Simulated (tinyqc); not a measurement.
# Trap density from one capacitance

Question. Traps spread evenly through the insulator exchange electrons with the semiconductor by tunnelling, with tau(x) = t0 exp(2 ka x) at depth x from the interface. The admittance per area Y seen at depth x obeys dY/dx = -Y^2/(i w eps0 eox) + q Nb ln(1 + i w tau)/tau, with Y(0) = i w Cs and w = 2 pi f; the gate sees Y(tox) = G + i w C. Working variable y = Y/(i w), in uF/cm^2. Cox = eps0 eox/tox. Find Nb and G/w.

Inputs (values chosen for the exercise):
```
symbol  value     unit                                               meaning
eox      22.2                         relative permittivity of the insulator
tox       8.6       nm                                   insulator thickness
Cs        2.4  uF/cm^2             semiconductor capacitance in accumulation
ka        3.3     1/nm  decay constant of the wave function in the insulator
t0       7e-9        s              time constant of a trap at the interface
f         1e5       Hz                                             frequency
```

Constants: q = 1.602176634e-19 C, eps0 = 8.8541878128e-14 F/cm where lengths are in cm. Results are converted to the units shown.

C = 1.2572743 uF/cm^2

Solution. C rises steadily with Nb, so one density matches; in practice ka and t0 must come from the frequency dependence.

Nb = 2.20e19 cm^-3 eV^-1
G/w = 0.0220 uF/cm^2

tinyqc, about 0.5 s, one thread, Intel Xeon 2.30GHz (shared host): `OMP_NUM_THREADS=1 python tinyqc.py 2202064 2202065 out.jsonl`
